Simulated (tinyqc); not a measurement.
Band offset from the macroscopic average of a supercell potential, step by step. Values are carried at full precision from step to step, so a last printed digit may differ when a step is redone from the rounded ones.

A model of the planar-averaged electrostatic energy of an electron in a periodic cell of N1 periods of A (L1 = N1 n1 h) and N2 periods of B (L2 = N2 n2 h), on z_j = j h: V(z) = f VA + (1 - f) VB + F t(z), VA = V1[0] + V1[1] cos(2 pi z/(n1 h)) + V1[2] cos(4 pi z/(n1 h)), VB the same with V2, n2 and z - L1. f = [tanh(z/w) - tanh((z - L1)/w) + tanh((z - L1 - L2)/w)]/2 + 1/2; t(z) = z - L1/2 in A and (L1/L2)(L1 + L2/2 - z) beyond, so that the cell is periodic.

Constants: e^2/(4 pi eps0) = 14.39964547 eV angstrom.

Inputs chosen for the exercise (gaps near those of Si and Ge; not measured data):

| symbol | value | unit | meaning |
|---|---|---|---|
| h | 0.35 | angstrom | grid step |
| n1 | 6 |  | grid points per period of A |
| n2 | 6 |  | grid points per period of B |
| N1 | 4 |  | periods of A |
| N2 | 4 |  | periods of B |
| V1 | (-6.98, 2.14, 0.82) | eV | mean and two harmonics of the potential in A |
| V2 | (-5.65, 3.07, -0.53) | eV | the same in B |
| w | 0.37 | angstrom | width of the interfaces |
| F | 0 | eV/angstrom | slope in A from opposite charges on the two interfaces |
| Ev1 | 2.64 | eV | valence top of bulk A above its mean potential |
| Eg1 | (0.59, 1.19) | eV | gap of A: semi-local value, corrected value |
| fv1 | 0.34 |  | share of the correction that lowers the valence top of A |
| Ev2 | 2.1 | eV | valence top of bulk B above its mean potential |
| Eg2 | (0.1, 0.72) | eV | gap of B: semi-local value, corrected value |
| fv2 | 0.49 |  | the same share for B |
| eps | 9.6 |  | dielectric constant at the interface |

## The planar average

Evaluate V on the grid, j = 0, 1, ...

V(z_j) (eV): -3.565  -5.996  -8.426  -8.303  -8.459  -6.320  -4.020  -6.320  -8.460  -8.300  -8.460  -6.320  -4.020  -6.320  -8.460  -8.300  -8.460  -6.320  -4.020  -6.320  -8.459  -8.303  -8.426  -5.996  -3.565  -4.174  -6.954  -9.247  -6.921  -3.850  -3.110  -3.850  -6.920  -9.250  -6.920  -3.850  -3.110  -3.850  -6.920  -9.250  -6.920  -3.850  -3.110  -3.850  -6.921  -9.247  -6.954  -4.174

## Running means

Running mean over n points, periodic: for odd n the plain mean of the n points centred on j; for even n the n + 1 points with half weight at both ends. The macroscopic average applies the mean over n1 points and then over n2 points.

Apply the first mean, then the second.

after the mean over n1 points (eV): -6.315  -6.362  -6.666  -6.883  -6.948  -6.978  -6.980  -6.980  -6.980  -6.980  -6.980  -6.980  -6.980  -6.980  -6.980  -6.980  -6.980  -6.980  -6.980  -6.978  -6.948  -6.883  -6.666  -6.362  -6.315  -6.268  -5.964  -5.747  -5.682  -5.652  -5.650  -5.650  -5.650  -5.650  -5.650  -5.650  -5.650  -5.650  -5.650  -5.650  -5.650  -5.650  -5.650  -5.652  -5.682  -5.747  -5.964  -6.268

macroscopic average (eV): -6.315  -6.492  -6.633  -6.747  -6.854  -6.932  -6.966  -6.977  -6.980  -6.980  -6.980  -6.980  -6.980  -6.980  -6.980  -6.980  -6.980  -6.977  -6.966  -6.932  -6.854  -6.747  -6.633  -6.492  -6.315  -6.138  -5.997  -5.883  -5.776  -5.698  -5.664  -5.653  -5.650  -5.650  -5.650  -5.650  -5.650  -5.650  -5.650  -5.650  -5.650  -5.653  -5.664  -5.698  -5.776  -5.883  -5.997  -6.138

Around the middle of B the first mean varies by 0 meV over five points and the second by 0 meV.

## The potential line-up

Read the macroscopic average in the middle of each region, j = 12 and j = 36, and its slope in A by a central difference over two points each way.

plateau in A = -6.980 eV
plateau in B = -5.650 eV
dV = B - A = 1.330 eV
slope in A = 0.000 eV/angstrom

The plateaus are flat, so the line-up is well defined.

## Band offsets

dEv = Ev(A) - Ev(B) = Ev1 - (dV + Ev2); dEc = Ec(B) - Ec(A) = Eg2 - Eg1 - dEv. The correction of a gap, c = Eg[1] - Eg[0], lowers the valence top by fv c and leaves dV, a ground-state quantity, as it is. Type I: dEv and dEc of one sign; II: opposite signs; III: no overlap of the gaps.

Give the offsets with semi-local and with corrected band edges.

dEv, dEc, semi-local (eV): -0.790  0.300

lowering of the valence tops of A and B (eV): 0.204  0.304

dEv, dEc, corrected (eV): -0.690  0.220

The correction moves dEv by +0.10 eV and dEc by -0.08 eV; the type changes from III to II.

## The dipole behind the step

A step dV of the mean electron energy from A to B across an interface equals 4 pi (e^2/4 pi eps0) times a dipole per area p (in e angstrom per angstrom^2). For a change of 0.1 eV in dV, give the charge per area moved over 2 angstrom in a medium of dielectric constant eps: sigma = 0.1 eps/(4 pi (e^2/4 pi eps0) 2). 1 angstrom^-2 = 1e16 cm^-2.

|p| = 0.00735 e/angstrom
sigma = 2.65e+13 e/cm^2

With about 7e14 atoms per cm^2 in a plane (as on a silicon (100) face), 3.8 % of an electron per atom shifts the line-up by 0.1 eV.

## Checks

- Line-up in a cell of 14 + 14 periods without slope against V2[0] - V1[0] (eV): both 1.3300.

(tinyqc, `OMP_NUM_THREADS=1 python tinyqc.py 1880120 1880121 out.jsonl`, Intel(R) Xeon(R) Processor @ 2.30GHz, 1 thread, shared host, about 0.01 s.)
